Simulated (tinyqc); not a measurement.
Changing the fraction x of B: cluster expansion of a binary alloy: correlations, fit, cross-validation and ground states. Computed by tinyqc, a small Python program. Command: `OMP_NUM_THREADS=1 python tinyqc.py 3008613 3008614 out.jsonl clex sweep`. One thread of a shared host (Intel(R) Xeon(R) Processor @ 2.30GHz), about 0.06 s of CPU time with the checks.

s = +1 for A and -1 for B. Energy per site E = J0 + J1 P(point) + sum over clusters of m V P, with P the mean product of spins; V > 0 on a pair favours unlike neighbours. Clusters per site m: pair 1 2, pair 2 2, pair 3 2, triplet 4; the triplet is two first-neighbour bonds at a right angle. Formation energies are counted from the line between pure A and pure B, which removes J0 and J1.

Inputs (values chosen for the exercise, for a model alloy): first-pair interaction V1 = -11.7 meV; second-pair interaction V2 = 3.9 meV; third-pair interaction V3 = 0.073 meV; triplet interaction Vt = 0.62 meV; temperature T = 910 K.

Lattice: square.

Constants: k_B = 8.617333262e-05 eV/K.

Method. Random alloy: P(pair) = p^2, P(triplet) = p^3, p = 1 - 2x, so H_mix = (p^2 - 1) sum m V(pairs) + (p^3 - p) m Vt; G_mix = H_mix + k_B T [x ln x + (1 - x) ln(1 - x)]. To first order in 1/T the Warren-Cowley parameter of shell 1 is alpha_1 = -(1 - p^2) V_eff/(k_B T), V_eff = V1 + (number of triplets on a first-neighbour bond) p Vt, that number being 4.

One run for each value:
```
fraction x of B  mixing enthalpy H_mix (meV/site)  mixing free energy G_mix (meV/site)  alpha_1
0.05                                      2.51218                              -13.055  0.02294
0.15                                      6.99618                              -26.152  0.06480
0.25                                     10.66050                              -33.437  0.10004
0.35                                     13.38610                              -37.385  0.12714
0.45                                     15.05394                              -38.908  0.14458
0.55                                     15.54498                              -38.417  0.15084
0.65                                     14.74018                              -36.031  0.14441
0.75                                     12.52050                              -31.577  0.12376
0.85                                      8.76690                              -24.381  0.08738
0.95                                      3.36034                              -12.207  0.03376
```

What does the table show, and why?

Over the rows, mixing enthalpy H_mix (meV/site) goes from 2.51 through a maximum among these rows, 15.5 at 0.550, to 3.36; mixing free energy G_mix (meV/site) goes from -13.1 through a minimum among these rows, -38.9 at 0.450, to -12.2; alpha_1 goes from 0.0229 through a maximum among these rows, 0.151 at 0.550, to 0.0338. Pairs alone give a parabola symmetric about x = 1/2; the triplet tilts it, and H_mix(0.25) - H_mix(0.75) = -1.86 meV.

Caution (rows 0.550): so large an alpha_1 is beyond the first-order expansion.

Extremes, crossings and ranges named in words are read from the listed rows.
